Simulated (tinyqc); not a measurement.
# From one set of inputs to another, one input at a time

Model: vacuum evaporation: vapour pressure, source flux, thickness distribution, purity and step coverage. Computed by tinyqc, a small Python program. Command: `OMP_NUM_THREADS=1 python tinyqc.py 3110856 3110857 out.jsonl evap ladder`. One thread of a shared host (Intel(R) Xeon(R) Processor @ 2.30GHz), about 0.01 s of CPU time with the checks.

Molecular flow, unit sticking of the metal, no re-evaporation. The background gas is taken as water vapour (18.015 g/mol, collision diameter 0.37 nm) at 300 K.

The inputs printed are set A. Set A is modelled on germanium, with constants for the liquid; the values taken over come from a set modelled on titanium, with constants for the liquid. Inputs not listed in the table keep their values of set A, so the rows need not describe a real material.

Inputs (values chosen for the exercise, modelled on germanium, with constants for the liquid): molar mass M = 72.63 g/mol; film density rho = 5.32 g/cm^3; vapour-pressure constant A = 10.67; vapour-pressure constant B = 17490 K; source temperature T = 1710 K; source area = 0.39 cm^2; directionality n = 1; source-to-wafer distance h = 38 cm; wafer radius R = 2.5 cm; background pressure p = 2e-06 Pa; sticking of background gas = 0.5.

Constants: u = 1.6605390666e-27 kg; k_B = 1.380649e-23 J/K; R = 8.314462618 J/(mol K).

Method:
- log10(p_v/Pa) = A - B/T; flux from the surface Phi = p_v/sqrt(2 pi m k_B T), m = M u.
- Mass loss = Phi x area x m; heat of evaporation = ln(10) R B; d ln Phi/dT = ln(10) B/T^2 - 1/(2 T).
- A small source emits (n + 1) Phi area cos^n(phi)/(2 pi) per solid angle; on a parallel plane at height h and lateral distance l the arrival rate is (n + 1) Phi area/(2 pi h^2) x (1 + (l/h)^2)^(-(n + 3)/2). Growth rate = arrival rate x m/rho, m = M u. The wafer is fixed and centred above the source.
- Mean free path lambda = k_B T_g/(sqrt2 pi d^2 p); unscattered share exp(-h/lambda); gas arrival p/sqrt(2 pi m_g k_B T_g); impurity ratio = sticking x gas arrival/metal arrival; monolayer time = 1e15 cm^-2/(sticking x gas arrival).

Each row keeps all changes above it:
```
input moved                       from      to  non-uniformity (max - min)/(max + min) (%)  impurity ratio  mass loss (g/h)
set A                                -       -                                       0.432      2.0156e-02       3.5023e-01
source area (cm^2)                0.39     3.4                                       0.432      2.3120e-03       3.0533e+00
source temperature T (K)          1710    1930                                       0.432      1.6764e-04       4.2109e+01
background pressure p (Pa)       2e-06  0.0001                                       0.432      8.3819e-03       4.2109e+01
wafer radius R (cm)                2.5      15                                      14.380      8.3819e-03       4.2109e+01
source-to-wafer distance h (cm)     38      23                                      34.028      3.0707e-03       4.2109e+01
vapour-pressure constant B (K)   17490   22700                                      34.028      1.5371e+00       8.4119e-02
```

Non-uniformity (max - min)/(max + min) goes from 0.432 to 34.0, a factor 78.8 in all. The largest single move comes from wafer radius R (a factor 33.3). Impurity ratio goes from 0.0202 to 1.54, a factor 76.3 in all. The largest single move comes from vapour-pressure constant B (a factor 501), and source temperature T works against it (a factor 0.0725). Mass loss goes from 0.350 to 0.0841, a factor 0.240 in all. The largest single move comes from vapour-pressure constant B (a factor 0.00200), and source temperature T works against it (a factor 13.8). The single moves hold for this order of the switches; the total does not depend on the order.

Caution (rows source temperature T, background pressure p, wafer radius R, source-to-wafer distance h): at this vapour pressure atoms collide above the melt, which widens the beam and lowers the net flux. Caution (rows vapour-pressure constant B): more gas than metal sticks, so a compound rather than a metal film would grow.

Extremes, crossings and ranges named in words are read from the listed rows.
